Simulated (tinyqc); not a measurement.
# Changing the electron density n

Model: decay of LO phonons and the hot-phonon bottleneck in the cooling of electrons. Computed by tinyqc, a small Python program. Command: `OMP_NUM_THREADS=1 python tinyqc.py 3020722 3020723 out.jsonl hotphonon sweep`. One thread of a shared host (Intel(R) Xeon(R) Processor @ 2.30GHz), about 0.01 s of CPU time with the checks.

n(E, T) = 1/(exp(E/(k_B T)) - 1) is the Bose occupation. Electrons have a temperature T_e; the LO modes within their reach share one occupation N; the decay products stay at the lattice temperature.

Inputs (values chosen for the exercise, modelled on zinc oxide):

| quantity | value | unit |
|---|---|---|
| LO energy hbar omega | 72.7 | meV |
| lifetime at T = 0, tau_0 | 1.9 | ps |
| share f of the energy in the softer product | 0.23 | - |
| lattice temperature T | 150 | K |
| electron mass m* | 0.28 | m_0 |
| eps_inf | 3.64 | - |
| static dielectric constant eps_s | 7.99 | - |
| density of LO modes that the electrons reach, N_m | 4.5e+19 | 1/cm^3 |
| power supplied per electron P | 0.31 | nW |

Decay channel: two unequal phonons (Ridley).

Constants: k_B = 8.617333262e-05 eV/K; c = 299792458 m/s; e^2/(4 pi eps_0) = 14.39964548 eV angstrom; hbar^2/(2 m_0) = 3.80998212 eV angstrom^2; hbar = 6.582119569e-16 eV s; e = 1.602176634e-19 C.

Method:
- Decay rate 1/tau = (1/tau_0) [1 + n(f hbar omega) + n((1 - f) hbar omega)].
- Full width Gamma = 1/(2 pi c tau) in 1/cm, c in cm/s.
- Froehlich coupling alpha = (e^2/(4 pi eps_0)) (1/eps_inf - 1/eps_s) k_0/(2 hbar omega), k_0 = sqrt(m* hbar omega/(hbar^2/(2 m_0))); emission time tau_sp = hbar/(2 alpha hbar omega); bottleneck ratio r = (n/N_m) tau/tau_sp.
- Net emission per electron: [(N + 1) x - N]/tau_sp with x = exp(-hbar omega/(k_B T_e)), a simple two-level balance; steady state of the modes: n [(N + 1) x - N]/tau_sp = N_m (N - N_0)/tau; power per electron P = hbar omega [(N + 1) x - N]/tau_sp.
- With p = P tau_sp/(hbar omega): N = N_0 + r p and x = (p + N)/(N + 1); without hot phonons N = N_0. The mode temperature T_LO solves n(hbar omega, T_LO) = N.

One run for each value:

| electron density n (1/cm^3) | electron temperature T_e (K) | mode temperature T_LO (K) | T_e without hot phonons (K) | bottleneck ratio r |
|---|---|---|---|---|
| 1.00e+16 | 150.87 | 150.06 | 150.81 | 7.2584e-02 |
| 3.00e+16 | 150.99 | 150.18 | 150.81 | 2.1775e-01 |
| 1.00e+17 | 151.39 | 150.59 | 150.81 | 7.2584e-01 |
| 3.00e+17 | 152.52 | 151.74 | 150.81 | 2.1775e+00 |
| 1.00e+18 | 156.26 | 155.54 | 150.81 | 7.2584e+00 |
| 3.00e+18 | 165.54 | 164.95 | 150.81 | 2.1775e+01 |
| 1.00e+19 | 189.57 | 189.16 | 150.81 | 7.2584e+01 |
| 3.00e+19 | 234.07 | 233.81 | 150.81 | 2.1775e+02 |
| 1.00e+20 | 330.58 | 330.41 | 150.81 | 7.2584e+02 |

Over the rows, electron temperature T_e (K) rises from 151 to 331 (exponent d ln y / d ln x 7.0e-4 between the first rows and 0.29 between the last); mode temperature T_LO (K) rises from 150 to 330 (exponent d ln y / d ln x 7.2e-4 between the first rows and 0.29 between the last); T_e without hot phonons (K) does not change. The exponent of T_e without hot phonons stays at 0: without hot phonons each electron cools on its own. The exponent of bottleneck ratio r stays at 1: r is proportional to n. Hot phonons add under 5 % to T_e up to n = 1e18 per cm^3 among these rows (r = 7.3); at high n T_LO closes in on T_e.

Caution (all rows): alpha is above 1/2, so hbar/tau_sp exceeds hbar omega and the emission time, a weak-coupling result, is only rough. Caution (rows 1.00e19, 3.00e19, 1.00e20): the electrons are degenerate; Pauli blocking and the Fermi energy, left out here, matter.
